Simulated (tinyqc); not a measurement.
Energies of the polytypes: polytypes and stacking faults of a tetrahedral semiconductor in an axial Ising model with couplings up to third neighbours. Computed by tinyqc, a small Python program. Command: `OMP_NUM_THREADS=1 python tinyqc.py 3005711 3005712 out.jsonl polytype walk`. One thread of a shared host (Intel(R) Xeon(R) Processor @ 2.30GHz), about 0.01 s of CPU time with the checks.

Each double layer has s = +1 or -1 for the sense of its stacking step; E per pair of atoms = E0 - sum_n J_n <s_i s_(i+n)>, n = 1, 2, 3. Hexagonality h = (1 - <s_i s_(i+1)>)/2.

Inputs (values chosen for the exercise, for a model crystal):
```
quantity   value      unit
J1          1.21  meV/pair
J2         -3.22  meV/pair
J3         -0.26  meV/pair
gap of 3C   2.39        eV
gap of 4H   3.26        eV
```

Method. E - E(3C) = sum_n J_n (1 - C_n), C_n = <s_i s_(i+n)>. The gap is taken linear in h between 3C (h = 0) and 4H (h = 1/2), a rough rule, with a dash beyond.

correlations of the repeat units 3C (+), 2H (+-), 4H (++--), 6H (+++---), 15R (+++--), 8H (++++----), 21R (++++---), 9R (++-):
```
        n = 1     n = 2     n = 3
3C    1.00000   1.00000   1.00000
2H   -1.00000   1.00000  -1.00000
4H    0.00000  -1.00000   0.00000
6H    0.33333  -0.33333  -1.00000
15R   0.20000  -0.60000  -0.60000
8H    0.50000   0.00000  -0.50000
21R   0.42857  -0.14286  -0.71429
9R   -0.33333  -0.33333   1.00000
```

Polytypes:
```
polytype       h  E - E(3C) (meV/pair)  gap by the linear rule (eV)
3C        0.0000                0.0000                       2.3900
2H        1.0000                1.9000                            -
4H        0.5000               -5.4900                       3.2600
6H        0.3333               -4.0067                       2.9700
15R       0.4000               -4.6000                       3.0860
8H        0.2500               -3.0050                       2.8250
21R       0.2857               -3.4343                       2.8871
9R        0.6667               -2.6800                            -
```

E(2H) - E(3C) = 1.9 meV/pair

E(4H) - E(3C) = -5.49 meV/pair

E(6H) - E(3C) = -4.0067 meV/pair

The lowest is 4H, 0.890 meV/pair below 15R. J1/|J2| = 0.38: for J3 = 0 and J2 < 0 the ground state is 2H below -2, 4H between -2 and 2, and 3C above 2; at 2 itself all periods with bands of two or more layers are degenerate.

Extremes, crossings and ranges named in words are read from the listed rows.
